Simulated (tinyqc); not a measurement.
## Level and width from two currents at zero temperature

Question. In a resonant-tunnelling diode at zero temperature a sharp resonance at Er = E0 - alpha V between the emitter band edge and Ef carries J = K (pi/2) G Tp (Ef - Er), K = q^3 mw m0/(2 pi^2 hbar^3) (times 1e-4 for A/cm^2 per eV^2), with G its full width and Tp its peak transmission, G Tp taken as constant, and no back flow. Find G Tp and E0.

Inputs (values chosen for the exercise); masses and offsets close to those of GaAs wells and AlGaAs barriers:
- mw = 0.068 m0 (mass in the well, spacer and contacts)
- Ef = 0.022 eV (Fermi energy of both contacts above their band edges)
- alpha = 0.37 (share of the bias at the well)

Constants: q = 1.602176634e-19 C, hbar = 1.054571817e-34 J s, m0 = 9.1093837015e-31 kg. Results are converted to the units shown.

J at V = 0.12 and 0.16 V (kA/cm^2): 6.3473642  27.223140

Answer. J is linear in V: the slope gives G Tp, and the onset V0, where the line meets zero, gives E0 = Ef + alpha V0.

G Tp = 0.816 meV
E0 = 0.0619 eV

Numbers from tinyqc (`OMP_NUM_THREADS=1 python tinyqc.py 2600064 2600065 out.jsonl`; about 0.1 s on one thread of a shared Intel Xeon 2.30GHz).
